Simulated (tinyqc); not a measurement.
Averaged masses of warped heavy- and light-hole bands: one step. Other forms of the parameters. Two cases, with inputs chosen for the exercise.

Question. Dresselhaus-Kip-Kittel form E = c [A k^2 -/+ sqrt(B^2 k^4 + C^2 (kx^2 ky^2 + ky^2 kz^2 + kz^2 kx^2))] with A = g1, B = 2 g2, C^2 = 12 (g3^2 - g2^2). Spherical form: mu = (6 g3 + 4 g2)/(5 g1), delta = (g3 - g2)/g1, masses 1/(g1 (1 -/+ mu)). Effective rydberg R* = Ry/(g1 eps^2) and radius a* = a0 g1 eps.

Constants: Ry = 13.60569312 eV; a0 (Bohr radius) = 0.5291772105 angstrom.

Case 1.

Values chosen (near those of Ge; not measured data): g1 = 13.4 (Luttinger gamma1); g2 = 4.25 (gamma2); g3 = 5.73 (gamma3); eps = 16.28 (dielectric constant).

Case 2.

Values chosen (near those of InAs; not measured data): g1 = 19.99 (Luttinger gamma1); g2 = 8.5 (gamma2); g3 = 9.18 (gamma3); eps = 15.21 (dielectric constant).

Give: A, B, |C|; mu, delta; spherical masses, heavy and light; R*; a*.

Answer.

Case 1.

A, B, |C|: 13.400  8.500  13.313

mu, delta: 0.7669  0.1104

spherical masses, heavy and light (m0): 0.3201  0.0422

R* = 3.83 meV
a* = 115.4 angstrom

delta/mu = 0.14 measures the warping against the spherical splitting.

Case 2.

A, B, |C|: 19.990  17.000  12.011

mu, delta: 0.8912  0.0340

spherical masses, heavy and light (m0): 0.4600  0.0265

R* = 2.94 meV
a* = 160.9 angstrom

delta/mu = 0.04 measures the warping against the spherical splitting.

Computed by tinyqc, one run a case: `OMP_NUM_THREADS=1 python tinyqc.py N N+1 out.jsonl` with N = 1081556, 1081559; one thread of a shared Intel(R) Xeon(R) Processor @ 2.30GHz, about 0.03 s a run at most.
